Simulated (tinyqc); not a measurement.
From results back to parameters: Koster-Slater impurity in an sp3s* host.

Problem. In the Koster-Slater model a defect shifts the s level of its site by Vs and the p levels by Vp; an A1 level solves 1/Vs = G_s(E) and a T2 level 1/Vp = G_p(E), E from the top of the valence band. A defect has an A1 level at E = 1.7714 eV, one of the energies of the table, and a T2 level at 0.5905 eV.

G(E) of the host (1/eV):

| E (eV) | G_s | G_p |
|---|---|---|
| 0.0000 | 0.0436018 | 0.2789731 |
| 0.2952 | 0.0343451 | 0.1939687 |
| 0.5905 | 0.0238935 | 0.1482231 |
| 0.8857 | 0.0113537 | 0.1145288 |
| 1.1809 | -0.0047852 | 0.0862553 |
| 1.4762 | -0.0275606 | 0.0600033 |
| 1.7714 | -0.0645199 | 0.0327208 |
| 2.0667 | -0.1429272 | -0.0008645 |
| 2.3619 | -0.6252506 | -0.0700009 |

Find: Vs, Vp.

Solution. Read G_s and G_p at the two energies and invert them. Vs is attractive and pulls its level down from the conduction bands. Vp is repulsive and pushes its level up from the valence bands.

Vs, Vp (eV): -15.5  6.7

Program tinyqc; command `OMP_NUM_THREADS=1 python tinyqc.py 1480671 1480672 out.jsonl`; about 0.09 s on one thread of a shared Intel(R) Xeon(R) Processor @ 2.30GHz.
